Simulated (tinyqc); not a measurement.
Band edges of strained Si(1-x)Ge(x) on relaxed Si(1-y)Ge(y), step by step. Values are carried at full precision from step to step, so a last printed digit may differ when a step is redone from the rounded ones.

Values are linear in the Ge fraction but for ED(x) = linear - CD x (1 - x) and a(x) = linear - Ca x (1 - x). Energies are on the common scale of Ev.

Parameters, chosen for this exercise (end members near Si and Ge, in this order; not measured data): a = (5.427, 5.653) angstrom (lattice constant); Dso = (0.044, 0.292) eV (spin-orbit splitting); av = (2.42, 1.23) eV (valence hydrostatic potential); b = (-2.09, -2.52) eV (tetragonal shear potential); d = (-4.78, -5.24) eV (trigonal shear potential); C11 = (167.9, 128.6) GPa; C12 = (64.6, 47.8) GPa; C44 = (79.2, 66.5) GPa; Ev = (0, 0.63) eV (top of the unstrained valence band); ED = (1.158, 0.922) eV (gap to the Delta valleys); EL = (1.982, 0.739) eV (gap to the L valleys); aD = (1.82, 1.29) eV (hydrostatic potential of the Delta gap); aL = (-2.9, -2.66) eV (hydrostatic potential of the L gap); XuD = (9.48, 9.61) eV (uniaxial potential, Delta); XuL = (16.38, 15.34) eV (uniaxial potential, L); CD = 0.189 eV (bowing of the Delta gap); Ca = 0 angstrom (bowing of the lattice constant); x = 0.27 (Ge fraction of the layer); y = 0.56 (Ge fraction of the relaxed buffer); face = 110 (growth face).

## Values of the layer and the buffer

Interpolate at x and at y.

Interpolated values (a in angstrom, C11, C12, C44 in GPa, all else in eV):
```
symbol      layer     buffer
a         5.48802    5.55356
Dso       0.11096    0.18288
av        2.09870    1.75360
b        -2.20610   -2.33080
d        -4.90420   -5.03760
C11     157.28900  145.89200
C12      60.06400   55.19200
C44      75.77100   72.08800
Ev        0.17010    0.35280
ED        1.05703    0.97927
EL        1.64639    1.28592
aD        1.67690    1.52320
aL       -2.83520   -2.76560
XuD       9.51510    9.55280
XuL      16.09920   15.79760
```

## Strain of the layer on a (110) buffer

Coherent growth on a (110) face: e_par = (a(y) - a(x))/a(x), e_perp = -(C11 + 3 C12 - 2 C44)/(C11 + C12 + 2 C44) e_par; exx = eyy = (e_par + e_perp)/2, ezz = e_par, exy = (e_perp - e_par)/2, eyz = ezx = 0.

Use the elastic constants of the layer.

e_par = 0.011942
e_perp = -0.006019

strain tensor in the cubic axes, rows x, y, z and columns alike:
```
[[0.002961, -0.008981, 0.000000],
 [-0.008981, 0.002961, 0.000000],
 [0.000000, 0.000000, 0.011942]]
```

The layer is under tension in the plane; its volume changes by +1.787 %.

## Conduction valleys of the layer

A valley with unit axis u lies at Ev + gap + (av + a_valley) tr(e) + Xu (u.e.u - tr(e)/3); the Delta axes are x, y, z and the L axes [111], [1-1-1], [-11-1], [-1-11]. The second-order shift of the Delta valleys under shear is left out; it lowers the pair normal to the sheared plane by tens of meV at a shear of 1 %.

Give the hydrostatic shifts, the uniaxial shifts and the edges.

hydrostatic shifts of Delta and L (eV): [0.0675, -0.0132]

uniaxial shifts (eV): Delta x -0.0285, Delta y -0.0285, Delta z 0.0570, L [111] -0.0964, L [1-1-1] 0.0964, L [-11-1] 0.0964, L [-1-11] -0.0964

valley edges (eV): Delta x 1.2661, Delta y 1.2661, Delta z 1.3515, L [111] 1.7069, L [1-1-1] 1.8997, L [-11-1] 1.8997, L [-1-11] 1.7069

The lowest set is Delta4 (the digit counts whole valleys) at 1.2661 eV; the Delta valleys spread over 85 meV and the L valleys over 193 meV.

## Valence edges of the layer

Valence edges: Ev plus the levels of the 6 x 6 matrix of X, Y, Z times spin with -Dso/3 + l exx + m (eyy + ezz) on the diagonal (cyclic), n exy off it, l = av + 2 b, m = av - b, n = sqrt(3) d. Spin-orbit term (Dso/3) L.sigma on X, Y, Z with (L_k)_ij = -i epsilon_kij: <X+|H|Y+> = -i Dso/3, <X+|H|Z-> = Dso/3, <Y+|H|Z-> = -i Dso/3, <Z+|H|X-> = -Dso/3, <Z+|H|Y-> = i Dso/3, <X-|H|Y-> = i Dso/3, and their conjugates; + and - are the spin along z.

Give the strain block and the three twofold edges.

strain block (eV), rows X, Y, Z and columns alike:
```
[[0.0573, 0.0763, 0],
 [0.0763, 0.0573, 0],
 [0, 0, -0.0021]]
```

edges from the top (eV): [0.2808, 0.1603, 0.0708]

The top two edges are split by 121 meV.

## Gap and offsets against the buffer

Buffer: Ev(y) and Ec = Ev(y) + min(ED, EL). dEc = Ec(buffer) - Ec(layer), dEv = Ev(layer) - Ev(buffer); positive values confine the carrier in the layer; type I if both have one sign.

gap of the strained layer = 0.9853 eV
gap of the buffer = 0.9793 eV
dEc = 0.0660 eV
dEv = -0.0720 eV

Type II: electrons collect in the layer (66 meV) and holes in the buffer (72 meV). The relaxed layer would have a gap of 1.057 eV, so strain has moved it by -72 meV.

## Checks

- Mean of the three Delta edges against the hydrostatic shift alone (eV): both 1.29458.

Program tinyqc; command `OMP_NUM_THREADS=1 python tinyqc.py 1081051 1081052 out.jsonl`; about 0.02 s on one thread of a shared Intel(R) Xeon(R) Processor @ 2.30GHz.
